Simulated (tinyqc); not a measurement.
Reverse leakage of an n+-p junction: diffusion, generation, trap-assisted and band-to-band tunnelling: leakage components against the temperature.

One-sided abrupt junction in the depletion approximation, x from the junction (0) to W on the p side, field F = F0 (1 - x/W). Flat quasi-Fermi levels, long p side. Traps generate through SRH with both lifetimes shortened by 1 + Gamma (Hurkx enhancement, form for moderate fields); band-to-band generation is local and needs a total bending above Eg.

Nc and Nv are given at 400 K and scale as (T/400 K)^1.5; all else is held fixed. ni = sqrt(Nc Nv) exp(-Eg/(2 Vt)), Eg in volts; Vbi = Vt ln(Na Nd/ni^2); W = sqrt(2 eps0 eps_r (Vbi + VR)/(q Na)); F0 = 2 (Vbi + VR)/W; FG = sqrt(24 mt m0 (kB T)^3)/(q hbar); J_diff = q ni^2 sqrt(Dn/tau)(1 - exp(-VR/Vt))/Na. u = (Vbi + VR)(1 - x/W)^2, p = Na exp(-u/Vt), n = Nd exp((u - Vbi - VR)/Vt); G0 = ni^2 (1 - exp(-VR/Vt))/(tau (n + p + 2 ni cosh(Et/Vt))); Gamma = 2 sqrt(3 pi)(F/FG) exp((F/FG)^2); trap-assisted part G0 Gamma; G_bb = Ab F^2.5 exp(-Bb/F) with F in V/cm, zero unless Vbi + VR > Eg, and counted as zero under 1 cm^-3 s^-1. Currents are q times the integrals over 0 to W; J_bb under 1e-8 of J is printed as 0; rows with F0/FG above 2.2, beyond the range of this Gamma, are left out.

Values chosen for this exercise; band and dielectric values close to those of silicon: band gap Eg = 1.1 eV; relative permittivity eps_r = 11.7; conduction-band density of states at the reference temperature Nc = 4.39e19 cm^-3; valence-band density of states at the reference temperature Nv = 4.13e19 cm^-3; acceptor density of the lighter side Na = 1.7e17 cm^-3; donor density of the heavier side Nd = 5e19 cm^-3; SRH lifetime of both carriers at zero field tau = 2e-7 s; trap level above the intrinsic level Et = -0.01 eV; tunnelling mass mt = 0.23 m0; electron diffusion coefficient on the lighter side Dn = 22 cm^2/s; band-to-band prefactor Ab = 4.3e14 cm^-0.5 V^-2.5 s^-1; band-to-band field constant Bb = 1.88e7 V/cm; reverse bias VR = 1.3 V.

Constants: q = 1.602176634e-19 C, kB = 1.380649e-23 J/K, hbar = 1.054571817e-34 J s, m0 = 9.1093837015e-31 kg, Vt = kB T/q, eps0 = 8.8541878128e-14 F/cm where lengths are in cm. Results are converted to the units shown.

The same in every row: J_bb (A/cm^2) = 0.

Results:
```
T (K)	F0 (kV/cm)	F0/FG	J_diff (A/cm^2)	J_SRH (A/cm^2)	J_TAT (A/cm^2)	J (A/cm^2)	largest part
220	350	1.58	1.89e-19	8.89e-12	2.00e-10	2.09e-10	trap-assisted tunnelling
250	349	1.30	2.92e-16	3.65e-10	4.36e-9	4.72e-9	trap-assisted tunnelling
280	347	1.09	9.76e-14	6.89e-9	5.31e-8	6.00e-8	trap-assisted tunnelling
310	346	0.931	1.09e-11	7.49e-8	4.17e-7	4.92e-7	trap-assisted tunnelling
340	345	0.807	5.45e-10	5.43e-7	2.34e-6	2.88e-6	trap-assisted tunnelling
370	343	0.708	1.47e-8	2.89e-6	1.01e-5	1.30e-5	trap-assisted tunnelling
430	340	0.559	2.85e-6	4.20e-5	1.04e-4	1.49e-4	trap-assisted tunnelling
```

Estimate the missing row, T = 400 K.

Computed row:
```
T (K)	F0 (kV/cm)	F0/FG	J_diff (A/cm^2)	J_SRH (A/cm^2)	J_TAT (A/cm^2)	J (A/cm^2)	largest part
400	341	0.627	2.48e-7	1.21e-5	3.51e-5	4.75e-5	trap-assisted tunnelling
```

With this row back in the table: J rises from 2.09e-10 to 1.49e-4 A/cm^2. Trap-assisted tunnelling leads at T = 220 and in all other rows. Activation energies over the table: 1.18 eV for diffusion (Eg = 1.1 eV, raised by the T^3 of ni^2), 0.597 eV for SRH generation (Eg/2 + |Et| = 0.560 eV), 0.511 eV for the trap-assisted part, lower since Gamma grows on cooling; the total shows 0.492 eV at the cold end and 0.564 eV at the hot end.

Range of the model: The n+ side is degenerate, so Vbi from Boltzmann statistics is only a guide.

Program tinyqc, `OMP_NUM_THREADS=1 python tinyqc.py 2290107 2290108 out.jsonl`; Intel Xeon 2.30GHz, shared host, one thread, about 0.01 s.
